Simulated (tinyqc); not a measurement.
CIS on RHF in the sto-6g basis, for H6, spin multiplicity 1, step by step. One step of it, computed by the program tinyqc.

Question. CIS matrix, singlets. A(ia,jb) = (e_a - e_i) d_ij d_ab + 2 (ia|jb) - (ij|ab).

orbital energies (hartree): MO1 -0.599227, MO2 -0.511105, MO3 -0.390589, MO4 0.268391, MO5 0.516611, MO6 0.793269

Two-electron integrals over orbitals (pq|rs), unique and non-zero (hartree):
```
(11|11) 0.390416    (21|21) 0.125663    (22|11) 0.308064    (22|22) 0.366455
(31|11) 0.077711    (31|22) -0.053948   (31|31) 0.124118    (32|21) -0.118263
(32|32) 0.136213    (33|11) 0.360682    (33|22) 0.322366    (33|31) 0.040282
(33|33) 0.360483    (41|21) 0.037272    (41|32) 0.006629    (41|41) 0.082776
(42|11) 0.056157    (42|22) -0.003103   (42|31) 0.049961    (42|33) 0.012233
(42|42) 0.072648    (43|21) 0.061819    (43|32) -0.059614   (43|41) 0.016078
(43|43) 0.080564    (44|11) 0.360671    (44|22) 0.322044    (44|31) 0.038225
(44|33) 0.351912    (44|42) 0.019965    (44|44) 0.364575    (51|11) 0.008810
(51|22) 0.027356    (51|31) -0.022945   (51|33) -0.010928   (51|42) 0.039513
(51|44) -0.003344   (51|51) 0.049717    (52|21) 0.023931    (52|32) 0.005296
(52|41) 0.056232    (52|43) -0.040977   (52|52) 0.091750    (53|11) -0.062475
(53|22) -0.001594   (53|31) -0.053158   (53|33) -0.023484   (53|42) -0.069777
(53|44) -0.019846   (53|51) -0.035434   (53|53) 0.074114    (54|21) 0.118462
(54|32) -0.130791   (54|41) 0.000505    (54|43) 0.061053    (54|52) -0.003728
(54|54) 0.139185    (55|11) 0.320219    (55|22) 0.370111    (55|31) -0.045832
(55|33) 0.332210    (55|42) 0.000657    (55|44) 0.339367    (55|51) 0.027415
(55|53) -0.003487   (55|55) 0.391142    (61|21) 0.001631    (61|32) 0.015279
(61|41) 0.029670    (61|43) 0.053152    (61|52) -0.034179   (61|54) -0.012817
(61|61) 0.068995    (62|11) -0.013339   (62|22) -0.031281   (62|31) 0.021044
(62|33) 0.002235    (62|42) -0.037015   (62|44) 0.004190    (62|51) -0.046782
(62|53) 0.038897    (62|55) -0.030478   (62|62) 0.048868    (63|21) 0.040262
(63|32) -0.000372   (63|41) 0.079972    (63|43) 0.017774    (63|52) 0.056806
(63|54) -0.000457   (63|61) 0.029041    (63|63) 0.084714    (64|11) 0.079722
(64|22) -0.047811   (64|31) 0.120028    (64|33) 0.041618    (64|42) 0.052237
(64|44) 0.042392    (64|51) -0.020192   (64|53) -0.054417   (64|55) -0.049190
(64|62) 0.020133    (64|64) 0.128843    (65|21) -0.128786   (65|32) 0.122638
(65|41) -0.038428   (65|43) -0.065648   (65|52) -0.024687   (65|54) -0.127766
(65|61) -0.002552   (65|63) -0.043884   (65|65) 0.143389    (66|11) 0.413031
(66|22) 0.326963    (66|31) 0.082370    (66|33) 0.383847    (66|42) 0.061321
(66|44) 0.390172    (66|51) 0.010359    (66|53) -0.068932   (66|55) 0.347966
(66|62) -0.015421   (66|64) 0.089840    (66|66) 0.457805
```

Give: CIS matrix A, singlet.

Answer.

CIS matrix A, singlet (hartree), lower triangle:
```
         1>4      1>5      1>6      2>4      2>5      2>6      3>4     3>5
1>4   0.6725
1>5   0.0000   0.8951
1>6  -0.0204   0.0000   1.1175
2>4   0.0000  -0.0394   0.0000   0.6027
2>5  -0.0060   0.0000   0.0604   0.0000   0.8411
2>6   0.0000   0.0352   0.0000  -0.0262   0.0000   1.0751
3>4  -0.0061   0.0000  -0.0137   0.0000   0.0488   0.0000   0.4682
3>5   0.0000  -0.0250   0.0000  -0.0088   0.0000  -0.0448   0.0000  0.7232
3>6   0.0399   0.0000  -0.0243   0.0000  -0.0090   0.0000  -0.0061  0.0000

        3>6
3>6  0.9694
```
